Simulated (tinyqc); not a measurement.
Electron-beam lithography: double-Gaussian proximity function, edge placement and dose correction for parallel lines: one step, computed by the program tinyqc.

Lines are infinitely long. Absorbed energy is counted so that the middle of a very large area written at dose 1 receives 1; the resist develops where it exceeds 1/2.

Question. Dose correction. Uncorrected edge energies are M 1. Solve M d = 1/2 for the doses d that put the mean edge energy of every line at the threshold.

M:
```
           1          2          3          4
1  0.2938399  0.0002511  0.0002579  0.0402290
2  0.0235649  0.2652180  0.0002592  0.0407519
3  0.0235477  0.0002516  0.2661485  0.0408003
4  0.0230319  0.0002480  0.0002558  0.3110973
```

Give: edge energies at dose 1; corrected doses; largest over smallest dose.

Answer.

edge energies at dose 1: 1 0.3346, 2 0.3298, 3 0.3307, 4 0.3346

corrected doses: 1 1.494, 2 1.521, 3 1.516, 4 1.494

largest over smallest dose = 1.018
